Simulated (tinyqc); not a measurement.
Spectrum around the optical phonon: single-oscillator infrared dielectric function of a polar cubic crystal. Computed by tinyqc, a small Python program. Command: `OMP_NUM_THREADS=1 python tinyqc.py 3010924 3010925 out.jsonl infrared walk`. One thread of a shared host (Intel(R) Xeon(R) Processor @ 2.30GHz), about 0.01 s of CPU time with the checks.

One ion pair, charges +Z* and -Z*, in a cell of volume Omega = a^3/4. Frequencies omega are given as wavenumbers (1/cm); eps_s is the static dielectric constant.

Inputs (values chosen for the exercise, modelled on cubic silicon carbide):
```
quantity               value      unit
lattice constant a      4.36  angstrom
mass M_A              28.086         u
mass M_B              12.011         u
omega_TO                 784      1/cm
Born charge Z*          2.79         e
eps_inf                 6.37         -
phonon damping gamma     4.8      1/cm
```

Structure: zinc blende. Free carriers: absent.

Constants: nu for 1 eV/(angstrom^2 u) = 15.6333042 THz; 1 THz = 33.35640952 1/cm; e^2/(4 pi eps_0) = 14.39964548 eV angstrom.

Method:
- mu = M_A M_B/(M_A + M_B); ionic plasma term W^2 = 4 pi Z*^2 (e^2/(4 pi eps_0))/(Omega mu) in eV/(angstrom^2 u), turned into 1/cm by W = 15.6333042 x 33.35640952 x sqrt(W^2); omega_LO^2 = omega_TO^2 + W^2/eps_inf; eps_s = eps_inf + W^2/omega_TO^2; Szigeti charge 3 Z*/(eps_inf + 2); longitudinal (Callen) charge Z*/eps_inf.
- eps(omega) = eps_inf + W^2/(omega_TO^2 - omega^2 - i gamma omega); n + i k = sqrt(eps) with k >= 0; R = |(n + i k - 1)/(n + i k + 1)|^2 at normal incidence from vacuum.
- The loss function is Im(-1/eps).

omega_LO = 979.586 1/cm

W = 1482.30 1/cm

Spectrum:
```
omega (1/cm)    Re eps      Im eps         R  Im(-1/eps)
392             11.136    0.019454   0.29037  1.5687e-04
666             19.207     0.23985   0.39495  6.5004e-04
760             65.095      5.7813   0.60845   0.0013537
784               6.37      583.87   0.88903   0.0017125
833            -21.291      1.3959   0.97329   0.0030662
882            -7.0787     0.34873   0.96811   0.0069427
940            -1.7975     0.13702   0.92968    0.042164
980           0.016127    0.086447   0.40911      11.179
999            0.63919    0.071686  0.012853     0.17328
1040            1.6650    0.050300  0.016156    0.018128
1130            3.0524    0.027172  0.073973   0.0029162
1470            4.9490   0.0064844   0.14423  2.6474e-04
2450            5.9622  8.9012e-04   0.17548  2.5040e-05
```

What does the comparison show, and why?

R peaks among these rows at 833 per cm with 0.97 and is lowest, 0.013, at 999; far above omega_LO it tends to ((sqrt(eps_inf) - 1)/(sqrt(eps_inf) + 1))^2 = 0.187. Im eps is largest at 784 and the loss function at 980: absorption marks the TO mode and the loss function the LO mode. Re eps is negative in some rows, where R averages 0.96.

Extremes, crossings and ranges named in words are read from the listed rows.
